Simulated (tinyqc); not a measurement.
Density of surface states from the Kelvin-probe reading.

Question. n-type bulk, xi = Ec - EF = Vt ln(Nc/Nd), p0 = ni^2/Nd, ni = sqrt(Nc Nv) exp(-Eg/(2 Vt)), Eg in volts. b is the upward band bending, u = b/Vt. Space charge per area, in units of q: Qc = sign(b) sqrt((2 eps0 eps_r Vt/q) [(Nd + dn)(exp(-u) - 1) + Nd u + (p0 + dn)(exp(u) - 1)]), with dn the excess density under light (flat quasi-Fermi levels; 0 in the dark). The states hold -Ds (E0 - xi - b): negative while the Fermi level lies above the neutrality level. Neutrality: Qc + Qf + (charge of the states) = 0. Work function chi + xi + b; contact potential difference CPD = (work function of the sample) - pt. Find b, Qc and Ds.

Inputs (values chosen for the exercise); band and dielectric values close to those of silicon: temperature T = 300 K; band gap Eg = 1.11 eV; relative permittivity eps_r = 11.8; conduction-band density of states at T Nc = 2.83e19 cm^-3; valence-band density of states at T Nv = 2.66e19 cm^-3; electron affinity chi = 4 eV; donor density Nd = 6.5e17 cm^-3; fixed positive charge at the surface Qf = 0 cm^-2; work function of the probe tip pt = 4.97 eV; depth of their neutrality level below the conduction edge E0 = 0.39 eV.

Constants: q = 1.602176634e-19 C, kB = 1.380649e-23 J/K, Vt = kB T/q, eps0 = 8.8541878128e-14 F/cm where lengths are in cm. Results are converted to the units shown.

CPD = -721.24949 mV

Answer. The CPD gives b, b gives Qc, and neutrality gives Ds.

b = 0.1512 V
Qc = 1.031e12 cm^-2
Ds = 7.300e12 cm^-2 eV^-1

Computed by the program tinyqc: `OMP_NUM_THREADS=1 python tinyqc.py 2430152 2430153 out.jsonl`, one thread of a shared Intel Xeon 2.30GHz, about 0.01 s for the whole run.
